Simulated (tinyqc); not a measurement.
Deep trap from a strong local potential in a two-band host (Koster-Slater model with semi-elliptic bands): one step, computed by the program tinyqc. Command: `OMP_NUM_THREADS=1 python tinyqc.py 3005390 3005391 out.jsonl deeptrap walk`. One thread of a shared host (Intel(R) Xeon(R) Processor @ 2.30GHz), about 0.02 s of CPU time with the checks.

The valence band spans -2 W_v to 0 and the conduction band E_g to E_g + 2 W_c. The orbital at the impurity site has weight f_v in the valence band and 1 - f_v in the conduction band, each spread as a semi-ellipse (2/(pi W^2)) sqrt(W^2 - x^2) about the band centre. The impurity adds U to this orbital. Spin is left out.

Problem. The trap level. In the gap G(E) = f_v (2/W_v^2)[x - sqrt(x^2 - W_v^2)] - (1 - f_v)(2/W_c^2)[y - sqrt(y^2 - W_c^2)], x = E + W_v, y = E_g + W_c - E. The trap level solves G(E) = 1/U (bisection). With D = -dG/dE = D_v + D_c, D_v = f_v (2/W_v^2)[x/sqrt(x^2 - W_v^2) - 1] and D_c = (1 - f_v)(2/W_c^2)[y/sqrt(y^2 - W_c^2) - 1], the weight on the impurity orbital is 1/(U^2 D) and the conduction-band character is D_c/D.

Inputs (values chosen for the exercise, with a gap close to that of GaN):
```
quantity                                value  unit
gap E_g                                  3.37    eV
half-width of the valence band W_v        3.8    eV
half-width of the conduction band W_c     4.2    eV
valence weight f_v of the site orbital   0.62     -
impurity potential U                     11.5    eV
```

Impurity: repulsive, acceptor-like.

Give: trap level E_t; weight on the impurity orbital; conduction-band character; depth below the conduction band.

Solution.

trap level E_t = 1.123 eV

weight on the impurity orbital = 0.1202

conduction-band character = 0.2179

depth below the conduction band = 2.247 eV
